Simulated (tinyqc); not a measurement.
MOS capacitor on a p-type substrate, surface potential from the exact charge relation: effect of the gate work function on threshold and swing.

Uniform p-type substrate, Boltzmann statistics, full ionisation, classical densities. psi is the surface potential against the body (positive when the bands bend down) and u = psi/Vt. Traps are spread evenly over the gap and neutral at flat band, so their charge is -q Dit psi; the minority quasi-Fermi level is shifted by Vb.

ni = sqrt(Nc Nv) exp(-Eg/(2 Vt)), Eg in volts; phiF = Vt ln(N/ni); Cox = eps0 eox/tox; Vfb = phiM - chi - (Eg - Vt ln(Nv/N)) - q Nf/Cox; VT = Vfb + [(2 phiF + Vb)(1 + q Dit/Cox) + sqrt(2 eps0 eps_r q N (2 phiF + Vb))/Cox]. gamma = sqrt(2 eps0 eps_r q N)/Cox; Wm = sqrt(2 eps0 eps_r (2 phiF + Vb)/(q N)); m = 1 + (eps0 eps_r/Wm + q Dit)/Cox; swing m Vt ln 10; Cmin/Cox = 1/(1 + Cox Wm/(eps0 eps_r)).

Inputs (values chosen for the exercise); band and dielectric values close to those of 4H silicon carbide: temperature T = 300 K; band gap Eg = 3.29 eV; relative permittivity eps_r = 9.86; conduction-band density of states at T Nc = 1.73e19 cm^-3; valence-band density of states at T Nv = 2.54e19 cm^-3; electron affinity chi = 3.64 eV; acceptor density of the substrate N = 1.7e17 cm^-3; relative permittivity of the gate insulator (close to silicon dioxide) eox = 3.9; insulator thickness tox = 3.5 nm; fixed charge at the interface, in units of q Nf = -3.9e10 cm^-2; density of interface traps Dit = 5.7e11 cm^-2 eV^-1; reverse bias of the inversion layer against the body Vb = 0 V.

Constants: q = 1.602176634e-19 C, kB = 1.380649e-23 J/K, Vt = kB T/q, eps0 = 8.8541878128e-14 F/cm where lengths are in cm. Results are converted to the units shown.

The same in every row: 2 phiF (V) = 3.0411; gamma (V^0.5) = 0.22104; Wm (nm) = 139.62; m = 1.1559; swing (mV/decade) = 68.809; Cmin/Cox = 0.059598.

Effect of the gate work function on threshold and swing:
```
phiM (eV)  Vfb (V)   VT (V)
3.64       -3.1542  0.55378
3.84       -2.9542  0.75378
4.04       -2.7542  0.95378
4.24       -2.5542   1.1538
4.44       -2.3542   1.3538
4.64       -2.1542   1.5538
4.84       -1.9542   1.7538
```

What does the table show?

As phiM goes from 3.64 to 4.84, VT rises from 0.554 to 1.75 V, the swing stays at 68.8 mV/decade and Cmin/Cox stays at 0.0596. The whole change of VT is that of Vfb: the curve shifts rigidly.

Computed by the program tinyqc: `OMP_NUM_THREADS=1 python tinyqc.py 2060051 2060052 out.jsonl`, one thread of a shared Intel Xeon 2.30GHz, about 0.01 s for the whole run.
